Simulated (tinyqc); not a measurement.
Quantum point contact as a saddle point with Zeeman splitting: one step of the calculation.

Potential V0 - m wx^2 x^2/2 + m wy^2 y^2/2; energies are counted from V0. Mode n = 0, 1, ... transmits T_n(E) = 1/(1 + exp(-2 pi (E - E_n)/wx)), E_n = wy (n + 1/2) +/- Ez/2 for the two spins, Ez = gs muB B, muB = q hbar/(2 m0); each spin carries q^2/h.

Problem. Thermal average on a coarse grid. g(T) = int g(E) (-df/dE) dE = int g(mu + x kB T) dx/(4 cosh^2(x/2)), g(E) the zero-temperature value at E, g = G/(2 q^2/h). Simpson's rule on nE equally spaced x from -xm to xm.

Values chosen for this exercise:
- T = 1.5 K (temperature)
- wy = 2.2 meV (transverse quantum hbar wy)
- wx = 1 meV (curvature of the barrier hbar wx)
- mu = 5.65 meV (Fermi level above the saddle point)
- gs = 4.3 (size of the g factor)
- B = 4 T (in-plane magnetic field)
- nE = 15 (points of the energy grid)
- xm = 6 (half-range of the grid in kB T)

Constants: q = 1.602176634e-19 C, kB = 1.380649e-23 J/K, hbar = 1.054571817e-34 J s, m0 = 9.1093837015e-31 kg, Vt = kB T/q. Results are converted to the units shown.

Give: x; E; g(E); weight; integral of the weight; g(T); g(T) divided by the integral of the weight.

Solution.

```
point        x  E (meV)    g(E)   weight
0      -6.0000   4.8744  2.1546  0.00247
1      -5.1429   4.9852  2.2373  0.00577
2      -4.2857   5.0960  2.3232  0.01339
3      -3.4286   5.2068  2.3951  0.03043
4      -2.5714   5.3176  2.4463  0.06596
5      -1.7143   5.4284  2.4814  0.12932
6      -0.8571   5.5392  2.5100  0.20917
7       0.0000   5.6500  2.5422  0.25000
8       0.8571   5.7608  2.5879  0.20917
9       1.7143   5.8716  2.6538  0.12932
10      2.5714   5.9824  2.7371  0.06596
11      3.4286   6.0932  2.8227  0.03043
12      4.2857   6.2040  2.8932  0.01339
13      5.1429   6.3148  2.9417  0.00577
14      6.0000   6.4256  2.9719  0.00247
```

integral of the weight = 0.99519
g(T) = 2.5491
g(T) divided by the integral of the weight = 2.5614

Range of the model: Orbital effects of the in-plane field and interactions (such as the 0.7 feature) are left out.

Computed by the program tinyqc: `OMP_NUM_THREADS=1 python tinyqc.py 2740109 2740110 out.jsonl`, one thread of a shared Intel Xeon 2.30GHz, about 0.05 s for the whole run.
